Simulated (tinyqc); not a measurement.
FCI on RHF in the sto-3g basis, for H3+, spin multiplicity 1, step by step. One step of it, computed by the program tinyqc.

Problem. FCI: roots. Diagonalise (each vector has its largest component positive (the first on a tie)); all determinants have Ms = 0, so triplets appear too. The lowest singlet root is the correlation energy.

Occupation strings over the orbitals (2 doubly, a alpha, b beta, 0 empty; spin orbitals ordered 1a 1b 2a 2b ...): 200 ab0 a0b ba0 b0a 020 0ab 0ba 002

H - E(HF) between determinants (hartree), lower triangle:
```
          200        ab0        a0b        ba0       b0a       020        0ab       0ba
200  0.000000
ab0  0.000000   0.392668
a0b  0.000000   0.000000   1.086698
ba0  0.000000  -0.145711   0.000000   0.392668
b0a  0.000000   0.000000  -0.130262   0.000000  1.086698
020  0.145711   0.000000  -0.135940   0.000000  0.135940  0.912899
0ab  0.000000  -0.135940   0.000000   0.125972  0.000000  0.000000   1.506035
0ba  0.000000   0.125972   0.000000  -0.135940  0.000000  0.000000  -0.154916  1.506035
002  0.130262   0.000000  -0.012479   0.000000  0.012479  0.154916   0.000000  0.000000

          002
002  2.215848
```

Give: lowest roots of this matrix, relative to E(HF); lowest vectors; <S^2> of these roots; weight of the ground state by excitation level 0, 1, 2, ....

Solution.

lowest roots of this matrix, relative to E(HF) (hartree): -0.028  0.247  0.480  0.824  0.956  1.305  1.351  1.719

lowest vectors:
```
     root 1  root 2  root 3  root 4
200   0.987   0.000   0.000   0.140
ab0   0.000   0.707   0.690   0.000
a0b  -0.017   0.000   0.000   0.303
ba0   0.000   0.707  -0.690   0.000
b0a   0.017   0.000   0.000  -0.303
020  -0.150   0.000   0.000   0.886
0ab   0.000   0.006   0.153   0.000
0ba   0.000   0.006  -0.153   0.000
002  -0.047   0.000   0.000  -0.106
```

<S^2> of these roots: 0.000  2.000  0.000  0.000  2.000  0.000  2.000  0.000

weight of the ground state by excitation level 0, 1, 2, ...: 0.975  0.001  0.025
